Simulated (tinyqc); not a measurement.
Worked calculation: Born-von Karman spring model of a cubic crystal with one atom per cell. Computed by tinyqc, a small Python program that keeps every step. Command: `OMP_NUM_THREADS=1 python tinyqc.py 3008545 3008546 out.jsonl springs walk`. One thread of a shared host (Intel(R) Xeon(R) Processor @ 2.30GHz), about 0.1 s of CPU time with the checks. Intermediate numbers are printed to about 5 digits and carried at full precision; extremes and crossings named in words are read from the listed rows.

First neighbours lie at a/2 (1,1,0) (12 of them), second at a (1,0,0) (6), with all permutations and signs; the volume per atom is Omega = a^3/4. Two shells of springs match a real metal only roughly, above all at the zone boundary.

Inputs (values chosen for the exercise, modelled on aluminium):
```
quantity                value           unit
lattice constant a       4.05       angstrom
atomic mass M           26.98              u
radial spring k1L        1.37  eV/angstrom^2
transverse spring k1T  -0.078  eV/angstrom^2
radial spring k2L        0.16  eV/angstrom^2
transverse spring k2T  -0.012  eV/angstrom^2
mesh divisions n           10              -
temperature T             200              K
```

Lattice: fcc.

wave vector q (2 pi/a): 0.025  0.19  0.37

Constants: nu for 1 eV/(angstrom^2 u) = 15.6333042 THz; 1 eV/angstrom^3 = 160.2176634 GPa; u = 1.6605390666e-27 kg; h x 1 THz = 4.135667696 meV; k_B = 8.617333262e-05 eV/K; hbar^2/u = 4.18015928e-03 eV angstrom^2; hbar = 1.054571817e-34 J s; k_B = 1.380649e-23 J/K.

## Dynamical matrix at q

A neighbour at R with unit vector n couples by the matrix K(R) = kL n n^T + kT (1 - n n^T), and D(q) = (1/M) sum_R K(R) [1 - cos(q.R)].

D(q) (eV/(angstrom^2 u)):
```
         x        y        z
x  0.06498  0.00473  0.00773
y  0.00473  0.08012  0.05537
z  0.00773  0.05537  0.13955
```

## Frequencies and polarisations

Diagonalise D. An eigenvalue lambda of D in eV/(angstrom^2 u) gives nu = 15.6333042 THz x sqrt(lambda). Eigenvectors are columns, with the largest component positive; the longitudinal weight is (e.q)^2/q^2.

eigenvalues (eV/(angstrom^2 u)): 0.04699  0.06422  0.17343

frequencies (THz): 3.3890  3.9619  6.5105

polarisation vectors:
```
     mode 1    mode 2   mode 3
x  -0.00543   0.99651  0.08328
y   0.85834  -0.03808  0.51167
z  -0.51305  -0.07426  0.85514
```

longitudinal weights: 0.00416  0.00055  0.99529

Mode 3 is the most longitudinal, with weight 1.00.

## Elastic constants from long waves

[ij,kl] = (1/(2 Omega)) sum_R K_ij R_k R_l; C11 = [xx,xx], C44 = [xx,yy], C12 = 2 [xy,xy] - C44; B = (C11 + 2 C12)/3; Zener ratio A = 2 C44/(C11 - C12). K(R) = kL n n^T + kT (1 - n n^T).

C11 = 127.54 GPa

C12 = 71.524 GPa

C44 = 43.041 GPa

bulk modulus B = 90.197 GPa

Zener ratio A = 1.5367

C12 - C44 = 28.48 GPa: the Cauchy relation fails because sum_R kT R^2 is not zero; a negative sum gives a positive Cauchy pressure.

## Sound velocities

rho = M/Omega and v = sqrt(C/rho), with C = C11, C44, C44 along [100]; (C11 + C12 + 2 C44)/2, C44, (C11 - C12)/2 along [110]; (C11 + 2 C12 + 4 C44)/3 and twice (C11 - C12 + C44)/3 along [111].

density rho = 2697.7 kg/m^3

Velocities (m/s):
```
direction  longitudinal  transverse 1  transverse 2
[100]            6875.9        3994.4        3994.4
[110]            7269.9        3994.4        3222.2
[111]            7396.5        3498.6        3498.6
```

Along [110] the two transverse waves differ by a factor sqrt(2 C44/(C11 - C12)) = 1.240.

## Frequencies at the zone boundary

The formulas are those given above.

Frequencies (THz) at points given in 2 pi/a:
```
point                nu 1    nu 2    nu 3
X (1, 0, 0)        6.4158  6.4158   9.676
L (0.5, 0.5, 0.5)  4.7626  4.7626  10.069
W (1, 0.5, 0)      6.8527  8.1830   8.183
K (0.75, 0.75, 0)  6.0334  7.9143   8.836
```

## Highest frequency at X

Take the highest frequency at X = (1, 0, 0) (2 pi/a).

highest frequency at X = 9.6762 THz

## Dispersion against the sound-wave line

The last column divides the top branch by the straight line with its slope at G. End points in 2 pi/a: X = (1, 0, 0), L = (0.5, 0.5, 0.5).

Frequencies (THz) along two lines:
```
line  fraction of the way    nu 1    nu 2    nu 3  nu 3 / linear
G-X                  0.10  0.9827  0.9827   1.687        0.99347
G-X                  0.25  2.4105  2.4105   4.076        0.96023
G-X                  0.40  3.7186  3.7186   6.131        0.90284
G-X                  0.55  4.8349  4.8349   7.733        0.82811
G-X                  0.70  5.6915  5.6915   8.839        0.74374
G-X                  0.85  6.2313  6.2313   9.472        0.65638
G-X                  1.00  6.4158  6.4158   9.676        0.56994
G-L                  0.10  0.7450  0.7450   1.575        0.99589
G-L                  0.25  1.8226  1.8226   3.853        0.97450
G-L                  0.40  2.7994  2.7994   5.918        0.93549
G-L                  0.55  3.6215  3.6215   7.656        0.88016
G-L                  0.70  4.2435  4.2435   8.971        0.81033
G-L                  0.85  4.6310  4.6310   9.791        0.72827
G-L                  1.00  4.7626  4.7626  10.069        0.63662
```

Along G-X the top branch ends at 57 % of its linear extrapolation. Along G-L the top branch ends at 64 % of its linear extrapolation, which is the 2/pi of a pure sine: planes normal to this line couple to their next planes alone. A Debye model keeps the straight line throughout.

## Thermal sums on a mesh

Mesh: q = sum_i (m_i + 1/2)/n b_i, m_i = 0..n-1, with b = [[-1, 1, 1], [1, -1, 1], [1, 1, -1]] in 2 pi/a; sums are averages over the n^3 points, per atom. With x = h nu/(k_B T) and n = 1/(exp(x) - 1) for each mode: F = k_B T [x/2 + ln(1 - exp(-x))], U = k_B T x (n + 1/2), S/k_B = x n - ln(1 - exp(-x)), C/k_B = x^2 n (n + 1). <u_x^2> = (1/3) sum over modes of hbar^2/(2 M h nu) coth(x/2); zero-point energy = sum h nu/2. <u_x^2> converges slowly with the mesh, from below, with an error of order 1/n.

free energy F = 26.322 meV/atom

energy U = 62.623 meV/atom

entropy S = 2.1063 k_B/atom

heat capacity C = 2.4307 k_B/atom

<u_x^2> = 0.0063727 angstrom^2

zero-point energy = 40.582 meV/atom

C is 81 % of the classical 3 k_B, and the zero-point energy is 65 % of U.

## Debye temperature from the elastic constants

Christoffel matrix G_xx = C11 n_x^2 + C44 (1 - n_x^2), G_xy = (C12 + C44) n_x n_y, with eigenvalues rho v^2; v_m^-3 is the mean of v^-3 over three branches and all directions (12 Gauss-Legendre points in cos(theta) times 24 angles phi = (j + 1/2) pi/12); q_D = (6 pi^2/Omega)^(1/3); Theta = hbar v_m q_D/k_B.

mean velocity v_m = 4093.2 m/s

Debye wave number q_D = 1.5277 1/angstrom

elastic Debye temperature = 477.65 K

## Full spectrum, Debye and Einstein heat capacities

Mesh: q = sum_i (m_i + 1/2)/n b_i, m_i = 0..n-1, with b = [[-1, 1, 1], [1, -1, 1], [1, 1, -1]] in 2 pi/a; sums are averages over the n^3 points (here n = 14), per atom. Debye: C = 9 k_B (T/Theta)^3 int_0^(Theta/T) x^4 e^x/(e^x - 1)^2 dx with the elastic Theta. Einstein: three modes at the root-mean-square frequency. The last column is the Theta that makes the Debye formula give the full C at that T.

root-mean-square frequency = 6.8156 THz

Heat capacity (k_B/atom):
```
T (K)  full spectrum   Debye  Einstein  Theta from C (K)
57            0.5368  0.3680    0.3201            410.23
86            1.1790  0.9232    1.0121            412.82
120           1.7573  1.5180    1.6716            416.21
170           2.2553  2.0835    2.2235            418.87
240           2.5857  2.4807    2.5758            420.46
360           2.8041  2.7517    2.8019            421.44
480           2.8873  2.8566    2.8866            421.80
720           2.9491  2.9350    2.9489            422.07
```

The apparent Theta runs from 410 to 422 K against the elastic 478 K; at high T it tends to sqrt(5/3) h nu_rms/k_B = 422 K. At the lowest T the Debye value is 0.69 and the Einstein value 0.60 times the full one; dispersion bends the branches below the sound lines, so the real spectrum has more low modes than Debye assumes. At the highest T Debye misses by 0.48 % and Einstein by 0.0051 %.

Checks made by the program: slopes of the dispersion along [110] against the sound velocities (relative difference 2e-08); F = U - T S (relative difference below 1e-10).
